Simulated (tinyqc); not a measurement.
Quasiparticle equation with a plasmon-pole self-energy for two band edges: one step. All solutions for the valence state. Two cases, with inputs chosen for the exercise.

Task: Multiplying out gives a cubic; give its three roots and their weights Z.

For each edge E = e + X + Sc(E), with the correlation part Sc(E) = A[0]/(E - a + w) + A[1]/(E - b - w); a and b are the valence and conduction energies that enter the Green function (a = ev, b = ec in the one-shot scheme). Z = 1/(1 - dSc/dE), dSc/dE = -A[0]/(E - a + w)^2 - A[1]/(E - b - w)^2.

Give: roots; weights.

Case 1.

Values chosen (scales of the order of those of diamond; shifted at random, so the results belong to these values and not to a real crystal):
- ev = 0 eV (mean-field valence top)
- ec = 3.96 eV (mean-field conduction edge)
- w = 28.3 eV (pole energy)
- Av = (121.4, 54.1) eV^2 (weights of the valence state on the hole and electron poles)
- Ac = (57.4, 109.9) eV^2 (the same for the conduction state)
- Xv = -3.39 eV (exchange minus the mean-field potential, valence)
- Xc = 2.92 eV (the same, conduction)

Result:

roots (eV): -32.581  -0.644  33.796

weights: 0.1310  0.8273  0.0417

The weights add up to 1. The satellite below lies 31.94 eV from the main peak, 13 % more than w: this scheme places plasmon satellites too far out, and gives one where a cumulant form gives a series.

Case 2.

Values chosen (scales of the order of those of Ge; shifted at random, so the results belong to these values and not to a real crystal):
- ev = 0 eV (mean-field valence top)
- ec = 0.1 eV (mean-field conduction edge)
- w = 13.2 eV (pole energy)
- Av = (31, 12.8) eV^2 (weights of the valence state on the hole and electron poles)
- Ac = (12.8, 35.4) eV^2 (the same for the conduction state)
- Xv = -1.76 eV (exchange minus the mean-field potential, valence)
- Xc = 2.19 eV (the same, conduction)

Result:

roots (eV): -15.527  -0.298  14.165

weights: 0.1483  0.7965  0.0551

The weights add up to 1. The satellite below lies 15.23 eV from the main peak, 15 % more than w: this scheme places plasmon satellites too far out, and gives one where a cumulant form gives a series.

Computed by tinyqc, one run a case: `OMP_NUM_THREADS=1 python tinyqc.py N N+1 out.jsonl` with N = 1880609, 1880677; one thread of a shared Intel(R) Xeon(R) Processor @ 2.30GHz, about 0.02 s a run at most.
